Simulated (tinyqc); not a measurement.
What moves the exposure: standing waves and exposure in a photoresist film.

Normal incidence from air. Unexposed resist: N1 = n1 + i k1 with k1 = (A + B) lam/(4 pi), lam in micrometres. r01 = (1 - N1)/(1 + N1), t01 = 2/(1 + N1). Substrate Ns = ns + i ks: r12 = (N1 - Ns)/(N1 + Ns). With p = exp(2 pi i N1 d/lam), the field at depth z is E(z) = t01 [exp(2 pi i N1 z/lam) + r12 p^2 exp(-2 pi i N1 z/lam)]/(1 + r01 r12 p^2), the relative intensity I(z) = n1 |E(z)|^2 and the reflectance R = |(r01 + r12 p^2)/(1 + r01 r12 p^2)|^2.

Parameters, chosen for this exercise (a resist on Si, indices near tabulated ones; shifted at random, so the results belong to these values and not to a real crystal): lam = 365 nm (vacuum wavelength); n1 = 1.677 (resist index); A = 0.79 1/micrometre (bleachable absorption (Dill A)); B = 0.06 1/micrometre (fixed absorption (Dill B)); d = 919 nm (resist thickness); ns = 6.557 (substrate n); ks = 2.65 (substrate k).

The mean of I is over 800 depths.

One parameter was then changed.

Results before and after:

| case | \|r12\|^2 | R | mean I | I at the bottom |
|---|---|---|---|---|
| base | 0.4097 | 0.0051 | 0.8985 | 0.0749 |
| changed | 0.3992 | 0.0052 | 0.8925 | 0.0761 |

Which of these changes was made? (a) B = 0.26 1/micrometre; (b) n1 = 1.694; (c) d = 929 nm; (d) ks = 2.385; (e) ns = 7.213.

Answer: (d) ks = 2.385. Of the candidates, run in turn, only this one gives the changed row.

All candidates:

| case | \|r12\|^2 | R | mean I | I at the bottom |
|---|---|---|---|---|
| base | 0.4097 | 0.0051 | 0.8985 | 0.0749 |
| d = 929 nm | 0.4097 | 0.0138 | 0.8868 | 0.0731 |
| n1 = 1.694 | 0.4060 | 0.0116 | 0.8925 | 0.0752 |
| B = 0.26 1/micrometre | 0.4091 | 0.0030 | 0.7873 | 0.0607 |
| ks = 2.385 | 0.3992 | 0.0052 | 0.8925 | 0.0761 |
| ns = 7.213 | 0.4356 | 0.0073 | 0.9106 | 0.0654 |

Run: tinyqc, `OMP_NUM_THREADS=1 python tinyqc.py 1681070 1681071 out.jsonl`; Intel(R) Xeon(R) Processor @ 2.30GHz, one thread, shared host; about 0.01 s of CPU time with all checks.
